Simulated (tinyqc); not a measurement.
Photoconductance decay in a wafer: bulk and surface recombination modes, and iron detection by pair splitting: one step, computed by the program tinyqc. Command: `OMP_NUM_THREADS=1 python tinyqc.py 3110681 3110682 out.jsonl pcd walk`. One thread of a shared host (Intel(R) Xeon(R) Processor @ 2.30GHz), about 0.01 s of CPU time with the checks.

Both faces of the wafer have the same S; injection is low and all coefficients are constant. x runs from -W/2 to W/2.

Problem. Decay rates of the even modes. Even modes cos(a x) obey b tan b = S W/(2 D) with b = a W/2, odd modes sin(a x) obey -b cot b = S W/(2 D); each decays at the rate 1/tau_b + D a^2.

Inputs (values chosen for the exercise, modelled on p-type silicon):

| quantity | value | unit |
|---|---|---|
| thickness W | 725 | micrometre |
| diffusivity D | 21.8 | cm^2/s |
| bulk lifetime tau_b without iron | 730 | microsecond |
| surface recombination velocity S | 400 | cm/s |

Give: the table «The first four even modes: b, surface rate and decay time» with the columns b_n, surface rate D a^2 (1/s), decay time (microsecond), for n = 0, 1, 2, 3.

Solution.

The first four even modes: b, surface rate and decay time:

| n | b_n | surface rate D a^2 (1/s) | decay time (microsecond) |
|---|---|---|---|
| 0 | 0.735 | 8.970e+03 | 96.71 |
| 1 | 3.338 | 1.849e+05 | 5.37 |
| 2 | 6.387 | 6.767e+05 | 1.47 |
| 3 | 9.495 | 1.496e+06 | 0.67 |
